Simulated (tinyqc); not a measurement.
# Phase-change memory cell, resistance drift and retention: effect of the activation energy of crystallisation

The amorphous state follows Ra = R0 (t/t0)^nu exp[(q Ec/kB)(1/T - 1/(300 K))], with nu taken as independent of T. An intermediate level follows the logarithmic mixing rule ln R = (1 - fa) ln Rc + fa ln Ra with constant Rc. The time to lose the data by crystallisation is tr = tx exp[(q Ex/kB)(1/T - 1/Tx)]; 1 year = 3.15576e7 s. These are empirical laws.

T10 is the temperature at which tr is ten years.

Parameters, values chosen for the exercise; values of the order found in chalcogenide phase-change cells:
- R0 = 8.1 Mohm (resistance of the amorphous state at t0 and 300 K)
- t0 = 10 s (reference time)
- nu = 0.079 (drift exponent)
- Ec = 0.28 eV (activation energy of conduction)
- Tx = 473 K (temperature of a bake)
- tx = 78000 s (time to crystallise in that bake)
- T = 358 K (operating temperature)
- t = 86400 s (time of the read)
- Rc = 27 kohm (resistance of the crystalline state)

Constants: q = 1.602176634e-19 C, kB = 1.380649e-23 J/K. Results are converted to the units shown.

The same in every row: Ra (Mohm) = 2.8668; Ra/Rc = 106.18.

Effect of the activation energy of crystallisation:
```
Ex (eV),tr (years),T10 (K)
1.6,740.05,390.40
1.9,7871.6,401.47
2.2,83727,409.92
2.5,8.9057e5,416.59
2.8,9.4726e6,421.98
3.1,1.0076e8,426.43
3.4,1.0717e9,430.17
```

As Ex goes from 1.6 to 3.4 eV, Ra stays at 2.87 Mohm, tr rises from 740 to 1.07e9 years and T10 rises from 390 to 430 K. With the bake point fixed, a larger Ex extrapolates more steeply to lower temperatures. For Ex = 2.2 to 3.4 eV tr is an extrapolation over many decades from the bake and only says that crystallisation is no limit.

Program tinyqc, `OMP_NUM_THREADS=1 python tinyqc.py 2880044 2880045 out.jsonl`; Intel Xeon 2.30GHz, shared host, one thread, about 0.01 s.
